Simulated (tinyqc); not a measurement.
# Self-heating of a transistor with one or more fingers, with temperature-dependent conductivity, step by step

A worked calculation. Computed by tinyqc, a small Python program that keeps every step. Command: `OMP_NUM_THREADS=1 python tinyqc.py 3002298 3002299 out.jsonl selfheat walk`. One thread of a shared host (Intel(R) Xeon(R) Processor @ 2.30GHz), about 0.07 s of CPU time with the checks. Intermediate numbers are printed to about 6 digits and carried at full precision; extremes and crossings named in words are read from the listed rows.

N long parallel fingers lie on the top face of a slab whose bottom is held at T_0; the top is otherwise insulated, and heat flows in two dimensions. P in W/mm is 1000 P in W/m.

Inputs (values chosen for the exercise, modelled on silicon carbide):
```
quantity                                      value           unit
conductivity at the base temperature kappa_0    409        W/(m K)
exponent m in kappa ~ T^-m                     1.57              -
base temperature T_0                            300              K
power per gate width P                          5.6           W/mm
fingers N                                         3              -
finger pitch s                                   33     micrometre
width of the heat source w                     0.18     micrometre
substrate thickness t                           250     micrometre
phonon free path Lambda                         120             nm
heat capacity C                                2.29  1e6 J/(m^3 K)
pulse length                                    7.2    microsecond
power coefficient beta                          1.3         1e-3/K
```

Power: power rises with temperature.

## Geometry factors

A line source of power P on the top face raises the top at distance x by (P/(pi kappa_0)) g(x), g(x) = -ln tanh(pi x/(4 t)) (the image sum for the slab). On a strip of width w the centre sees the mean of g over the strip, g_0 = 1 + ln(8 t/(pi w)) for w much below t.

own factor g_0 = 9.17097

g(j s), j = 1..7: 2.27009  1.58756  1.19944  0.93535  0.74142  0.59322  0.47734

## Linear temperature rise of each finger

theta_i = (P/(pi kappa_0)) [g_0 + sum over j != i of g(|i - j| s)], with equal powers and constant conductivity; thermal resistance = largest theta/P.

theta of each finger (K): 56.7823  59.7570  56.7823

largest theta = 59.7570 K

thermal resistance = 10.6709 K mm/W

The neighbours supply 33 % of the rise of the hottest finger, which runs 3.0 K above the outer ones. Caution: the source is narrower than two phonon free paths, so the Fourier result understates the rise at the source.

## Correction for the falling conductivity

Kirchhoff transformation for kappa = kappa_0 (T/T_0)^-m: T = T_0 [1 - (m - 1) theta/T_0]^(-1/(m - 1)), where theta is the linear rise. The bracket vanishes at the power P T_0/((m - 1) theta).

peak temperature = 370.635 K

true rise = 70.6345 K

true rise / linear rise = 1.18203

power at which the formula diverges = 49.3226 W/mm

The falling conductivity adds 18.2 % to the rise.

## Extra rise from ballistic phonons

Near a source smaller than the free path, Fourier's law overstates the flow. Rough estimate: a strip that emits phonons into a half space adds a resistance times area of 4 Lambda/(3 kappa_0), from the ballistic flux C v Delta T/4 with kappa_0 = C v Lambda/3, so Delta T_b = 4 Lambda P/(3 kappa_0 w); Knudsen number Lambda/w.

Knudsen number = 0.666667

ballistic rise Delta T_b = 12.1706 K

Delta T_b / largest theta = 0.203668

The ballistic term is a large share: this rough estimate calls for a transport calculation.

## Electrothermal feedback

The power follows P [1 + beta (T - T_0)] with T the peak temperature, for all fingers alike. Start at T_0 and repeat; stop when T changes by less than 1e-6 K, after 50 steps, or when the bracket falls below 0.05.

Iterations:
```
step  power (W/mm)    T (K)   change (K)
1          5.60000  370.635  7.06345e+01
2          6.11422  378.408  7.77312e+00
3          6.17081  379.279  8.71020e-01
4          6.17715  379.376  9.77985e-02
5          6.17786  379.387  1.09833e-02
6          6.17794  379.389  1.23352e-03
7          6.17795  379.389  1.38536e-04
8          6.17795  379.389  1.55588e-05
9          6.17795  379.389  1.74740e-06
10         6.17795  379.389  1.96248e-07
```

converged (1 yes, 0 no) = 1

peak temperature with feedback = 379.389 K

Converged in 10 steps; feedback adds 8.8 K.

## Rise at the end of a pulse

After switching on, theta(tau) = (P D/kappa_0) int_0^tau X(u) Z(u) du at the hottest finger, D = kappa_0/C; X = sum over fingers at distance x of [erf((x + w/2)/r) - erf((x - w/2)/r)]/(2 w), Z = sum_(j=-200..200) (-1)^j exp(-(2 j t/r)^2)/sqrt(pi D u), r = 2 sqrt(D u); trapezoid rule on 300 points evenly spaced in ln u from u_0 = 1e-3 min(tau, w^2/D) to tau, plus the exact piece 2 sqrt(u_0/(pi D))/w below u_0. Conductivity and power are held at their base values here, and Fourier's law is used even where the diffusion length is near a phonon free path.

diffusivity D = 178.603 micrometre^2/microsecond

diffusion length sqrt(D tau) = 35.8600 micrometre

linear rise after the pulse = 37.344 K

share of the steady rise = 0.6249

## Rise against time

The formulas are those given above.

Heating curve:
```
time (microsecond)  sqrt(D time) (micrometre)  rise (K)  share of the steady rise
3.50e-04                             0.250022    10.598                    0.1773
0.0035                               0.790638    15.594                     0.261
0.035                                 2.50022     20.61                    0.3449
0.35                                  7.90638    25.638                     0.429
3.5                                   25.0022    33.462                      0.56
17                                    55.1021    42.466                    0.7106
70                                    111.813    51.416                    0.8604
210                                   193.666    57.533                    0.9628
520                                   304.751    59.579                     0.997
```

Half the steady rise is reached between 0.35 and 3.5 microseconds, and the last row holds 99.7 % of it; the slowest time constant is 4 t^2/(pi^2 D) = 142 microseconds. While the diffusion length lies between w and the pitch or thickness, the rise grows as the logarithm of time; once it nears the pitch of 33 micrometre the neighbours add their heat.

Checks made by the program: g(s) against the alternating image sum (relative difference 6e-07); Kirchhoff integral of kappa/kappa_0 from T_0 to T (relative difference below 1e-10); long-time limit against the steady rise (relative difference 2e-05).
